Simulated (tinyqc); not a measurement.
Dopants and charged point defects at anneal temperature: Fermi-level effect, clustering and pairing. From active density A back to total dopant density N. Computed by tinyqc, a small Python program. Command: `OMP_NUM_THREADS=1 python tinyqc.py 3004515 3004516 out.jsonl pairing inv`. One thread of a shared host (Intel(R) Xeon(R) Processor @ 2.30GHz), about 0.03 s of CPU time with the checks.

Boltzmann statistics and full ionisation of active dopants. Energies are counted from the valence band; the defect (a vacancy or self-interstitial) has five charge states, with all degeneracy factors one.

Inputs (values chosen for the exercise, with bands modelled on InP):
```
quantity                       value   unit
gap at 0 K E_g0                 1.42     eV
Varshni alpha               0.000354   eV/K
Varshni beta                     157      K
electron mass m_e             0.0789    m_0
valleys M_c                        1      -
hole mass m_h                  0.617    m_0
anneal temperature T            1040      K
site density N_s             2.9e+22  cm^-3
dopant atoms per cluster k         2      -
cluster binding energy E_b      1.01     eV
```

Dopant: acceptor. Second part: clustering of the dopant.

Constants: m_0 = 9.1093837015e-31 kg; k_B = 1.380649e-23 J/K; h = 6.62607015e-34 J s; k_B = 8.617333262e-05 eV/K.

Method:
- E_g = E_g0 - alpha T^2/(T + beta).
- N_c = 2 M_c (2 pi m_e k_B T/h^2)^(3/2) and N_v = 2 (2 pi m_h k_B T/h^2)^(3/2), masses in units of m_0.
- n_i = sqrt(N_c N_v) exp(-E_g/2 k_B T); E_i = E_g/2 + (k_B T/2) ln(N_v/N_c).
- p = A/2 + sqrt(A^2/4 + n_i^2) for an active density A.
- k ionised dopants and k carriers form one neutral cluster: C = N_s (A/N_s)^k (p/N_b)^k exp(E_b/k_B T), N_b the effective density of states of the majority band, and N = A + k C (60 bisections in ln A between ln N - 90 and ln N).

Question. A run gave the result below. Find the total dopant density N, known to lie between 4.8e+20 and 1.3e+21 cm^-3.

active density A = 2.915678e+19 cm^-3

Answer.

Each step takes the trial c = (a f_b - b f_a)/(f_b - f_a), f being the result less the target and a, b, c the logarithms of the listed values; c replaces end b, the old b replaces a if the sign of f changed, and otherwise f_a is halved.

Scan of the range:
```
total dopant density N (cm^-3)  active density A (cm^-3)
4.80e+20                                     2.68069e+19
5.67e+20                                     2.79946e+19
6.69e+20                                     2.92202e+19
7.90e+20                                     3.05005e+19
9.33e+20                                     3.18330e+19
1.10e+21                                     3.32044e+19
1.30e+21                                     3.46520e+19
```

False position (Illinois rule, in the logarithm of the input) inside the bracket:
```
step        end a        end b        trial  active density A (cm^-3)
1     5.67000e+20  6.69000e+20  6.63298e+20               2.91556e+19
2     6.69000e+20  6.63298e+20  6.63400e+20               2.91568e+19
3     6.69000e+20  6.63400e+20  6.63400e+20               2.91568e+19
4     6.63400e+20  6.63400e+20  6.63400e+20               2.91568e+19
```

Active density A rises at every point of a 13-point scan of the range (every second point is shown), so one value fits; it is bracketed by 5.67e20 and 6.69e20. Answer: total dopant density N = 6.634e20 cm^-3.
